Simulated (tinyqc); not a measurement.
# Mobility and doping from two currents

Question. A trap-free film with injecting contacts is fitted, with diffusion neglected, by J = q mu N V/Lf + (9/8) eps0 eps_r mu V^2/Lf^3. Find mu, N and the voltage at which both terms are equal.

Parameters, values chosen for the exercise: relative permittivity eps_r = 15.9; film thickness Lf = 1600 nm.

Constants: q = 1.602176634e-19 C, eps0 = 8.8541878128e-14 F/cm where lengths are in cm. Results are converted to the units shown.

J at 3.7 and 19 V (A/cm^2): [0.022945617, 0.28643550]

Answer. J/V is a straight line in V: the slope gives mu and the intercept mu N.

mu = 0.00150 cm^2/(V s)
N = 2.70e15 cm^-3
crossover voltage = 6.99 V

tinyqc, about 1 s, one thread, Intel Xeon 2.30GHz (shared host): `OMP_NUM_THREADS=1 python tinyqc.py 2730060 2730061 out.jsonl`
